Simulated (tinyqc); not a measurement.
Lossy interposer transmission line with skin effect: effect of the load resistance.

A uniform line in a homogeneous dielectric: c = sqrt(er)/(c0 Z0), l = Z0 sqrt(er)/c0 (c0 = 299792458 m/s), g = w c td, w = 2 pi f. The resistance joins its limits as r = sqrt(r_dc^2 + r_hf^2), with r_dc = rho/(wd th), r_hf = kr rho/(2 delta (wd + th)), delta = sqrt(rho/(pi f mu0)), mu0 = 4 pi 1e-7 H/m; this is an interpolation, and internal inductance, up to 0.05 nH/mm at low frequency, is neglected.

gamma = sqrt((r + i w l)(g + i w c)) = alpha + i beta, Zc = sqrt((r + i w l)/(g + i w c)), roots with positive real part; loss 8.685889638 alpha in dB; phase velocity w/beta. ZL = 1/(1/RL + i w CL); reflection (ZL - Zc)/(ZL + Zc); Zin = Zc (ZL + Zc tanh(gamma len))/(Zc + ZL tanh(gamma len)); H = V_load/V_source = [Zin/(Zin + Rg)]/[cosh(gamma len) + (Zc/ZL) sinh(gamma len)].

Parameters, values chosen for the exercise:
- wd = 6.3 um (width of the strip)
- th = 1.5 um (thickness of the strip)
- rho = 2 uohm cm (resistivity)
- er = 3.9 (relative permittivity)
- td = 0.002 (loss tangent)
- Z0 = 75 ohm (lossless impedance sqrt(l/c))
- kr = 2 (factor for crowding and the return path)
- len = 29 mm (length)
- Rg = 25 ohm (source resistance)
- CL = 100 fF (load capacitance)
- f = 0.39 GHz (frequency)

The same in every row: r (ohm/mm) = 2.233; r/(w l) = 1.844; loss (dB/mm) = 0.1041; |Zc| (ohm) = 108.6; phase velocity over c0 = 0.4071; length in wavelengths = 0.09267.

Effect of the load resistance:

| RL (ohm) | \|H\| (dB) |
|---|---|
| 10 | -20.18 |
| 25 | -13.34 |
| 50 | -8.917 |
| 75 | -6.745 |
| 150 | -3.842 |
| 500 | -1.019 |
| 10000 | 0.4567 |

As RL goes from 10 to 10000, the loss stays at 0.104 dB/mm, |Zc| stays at 109 ohm and |H| goes from -20.2 to 0.457 dB, with its highest value among the rows, 0.457 dB, at RL = 10000.

Program tinyqc, `OMP_NUM_THREADS=1 python tinyqc.py 2810228 2810229 out.jsonl`; Intel Xeon 2.30GHz, shared host, one thread, about 0.01 s.
